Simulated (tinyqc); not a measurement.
Inside a calculation. Method: Pariser-Parr-Pople SCF with singles CI, for the molecule O=C1C=CC(=O)C=C1 (SMILES; centres numbered as the heavy atoms are written). One step of it, computed by the program tinyqc.

Question. Iteration 2: orbitals and new P. Diagonalise F (the basis is taken as orthonormal) and form P = 2 sum c c over the lowest orbitals; 0.5 of the old P is kept.

F (eV), order 1O, 2C, 3C, 4C, 5C, 6O, 7C, 8C:
$$\begin{pmatrix}
-9.767187 & -4.732238 & -0.024679 & 0.435106 & 0.091872 & -0.424620 & 0.435106 & -0.024679 \\
-4.732238 & -5.715810 & -3.488115 & -0.125021 & 0.121484 & 0.091872 & -0.125021 & -3.488115 \\
-0.024679 & -3.488115 & -5.998406 & -4.639050 & -0.125021 & 0.435106 & 0.278866 & 0.057113 \\
0.435106 & -0.125021 & -4.639050 & -5.998406 & -3.488115 & -0.024679 & 0.057113 & 0.278866 \\
0.091872 & 0.121484 & -0.125021 & -3.488115 & -5.715810 & -4.732238 & -3.488115 & -0.125021 \\
-0.424620 & 0.091872 & 0.435106 & -0.024679 & -4.732238 & -9.767187 & -0.024679 & 0.435106 \\
0.435106 & -0.125021 & 0.278866 & 0.057113 & -3.488115 & -0.024679 & -5.998406 & -4.639050 \\
-0.024679 & -3.488115 & 0.057113 & 0.278866 & -0.125021 & 0.435106 & -4.639050 & -5.998406
\end{pmatrix}$$

pi electrons, sum of z_r less the charge = 8

P after iteration 1, order 1O, 2C, 3C, 4C, 5C, 6O, 7C, 8C:
$$\begin{pmatrix}
1.191740 & 0.769710 & 0.012060 & -0.289939 & -0.067550 & 0.386139 & -0.289939 & 0.012060 \\
0.769710 & 0.867243 & 0.410795 & 0.064568 & -0.069075 & -0.067550 & 0.064568 & 0.410795 \\
0.012060 & 0.410795 & 0.970509 & 0.841468 & 0.064568 & -0.289939 & -0.158532 & -0.029491 \\
-0.289939 & 0.064568 & 0.841468 & 0.970509 & 0.410795 & 0.012060 & -0.029491 & -0.158532 \\
-0.067550 & -0.069075 & 0.064568 & 0.410795 & 0.867243 & 0.769710 & 0.410795 & 0.064568 \\
0.386139 & -0.067550 & -0.289939 & 0.012060 & 0.769710 & 1.191740 & 0.012060 & -0.289939 \\
-0.289939 & 0.064568 & -0.158532 & -0.029491 & 0.410795 & 0.012060 & 0.970509 & 0.841468 \\
0.012060 & 0.410795 & -0.029491 & -0.158532 & 0.064568 & -0.289939 & 0.841468 & 0.970509
\end{pmatrix}$$

Give: orbital energies; P after iteration 2.

Answer.

orbital energies (eV): [-14.8337, -13.6894, -10.9734, -10.8176, -5.0267, -1.1376, -0.4363, 1.9551]

P after iteration 2, order 1O, 2C, 3C, 4C, 5C, 6O, 7C, 8C:
$$\begin{pmatrix}
1.2803 & 0.7748 & 0.0160 & -0.2813 & -0.0976 & 0.3429 & -0.2813 & 0.0160 \\
0.7748 & 0.8054 & 0.3918 & 0.0945 & -0.0480 & -0.0976 & 0.0945 & 0.3918 \\
0.0160 & 0.3918 & 0.9571 & 0.8526 & 0.0945 & -0.2813 & -0.1474 & -0.0429 \\
-0.2813 & 0.0945 & 0.8526 & 0.9571 & 0.3918 & 0.0160 & -0.0429 & -0.1474 \\
-0.0976 & -0.0480 & 0.0945 & 0.3918 & 0.8054 & 0.7748 & 0.3918 & 0.0945 \\
0.3429 & -0.0976 & -0.2813 & 0.0160 & 0.7748 & 1.2803 & 0.0160 & -0.2813 \\
-0.2813 & 0.0945 & -0.1474 & -0.0429 & 0.3918 & 0.0160 & 0.9571 & 0.8526 \\
0.0160 & 0.3918 & -0.0429 & -0.1474 & 0.0945 & -0.2813 & 0.8526 & 0.9571
\end{pmatrix}$$
